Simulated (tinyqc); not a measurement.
What each parameter does: Shockley state of an s-p chain by decimation.

Each site has s at -d/2 and p at +d/2: H0 = diag(-d/2, d/2). The block to the next site on the right is H1 = [[-ts, u], [-u, tp]] (rows s, p of site n; columns s, p of site n + 1). Bulk: H(k) = [[-d/2 - 2 ts cos k, 2i u sin k], [-2i u sin k, d/2 + 2 tp cos k]]. The bands are inverted at k = pi if d < 2 (ts + tp).

Decimation (Sancho-Rubio) at z = E + i eta: start with es = e = H0, A = H1, B = H1^T. Each round forms g = (z - e)^-1 and sets es += A g B, e += A g B + B g A, A = A g A, B = B g B, doubling the length covered. Stop when all |A| < 1e-10. Surface G = (z - es)^-1, bulk G = (z - e)^-1; densities -Im tr G/pi.

Inputs chosen for the exercise: d = 1.62 eV (Ep - Es); ts = 0.82 eV (s-s hopping); tp = 0.93 eV (p-p hopping); u = 0.52 eV (s-p hopping); E = -0.15 eV (energy); eta = 0.05 eV (broadening).

Gap edges from 201 k points between 0 and pi, and the surface density at E by decimation.

One parameter was then changed.

Results before and after:

| case | top of lower band (eV) | bottom of upper band (eV) | surface density (1/eV) |
|---|---|---|---|
| base | -0.9266 | 0.7692 | 0.9609 |
| changed | -0.9266 | 0.7692 | 1.2026 |

Which of these changes was made? (a) eta = 0.1 eV; (b) u = 0.572 eV; (c) ts = 0.902 eV; (d) tp = 1.023 eV; (e) d = 1.782 eV.

Answer: (a) eta = 0.1 eV. Of the candidates, run in turn, only this one gives the changed row.

All candidates:

| case | top of lower band (eV) | bottom of upper band (eV) | surface density (1/eV) |
|---|---|---|---|
| base | -0.9266 | 0.7692 | 0.9609 |
| d = 1.782 eV | -0.8892 | 0.7160 | 0.9845 |
| ts = 0.902 eV | -0.8954 | 0.8589 | 0.5623 |
| tp = 1.023 eV | -1.0034 | 0.7416 | 1.9256 |
| u = 0.572 eV | -0.9908 | 0.8130 | 0.9810 |
| eta = 0.1 eV | -0.9266 | 0.7692 | 1.2026 |

The base chain is inverted, so a surface state lies in the gap; E lies in the gap.

Computed by tinyqc, a small Python program: `OMP_NUM_THREADS=1 python tinyqc.py 1482899 1482900 out.jsonl` (the numbers bound the seed that draws the inputs); one thread of a shared host (Intel(R) Xeon(R) Processor @ 2.30GHz), about 0.3 s for the whole set of steps.
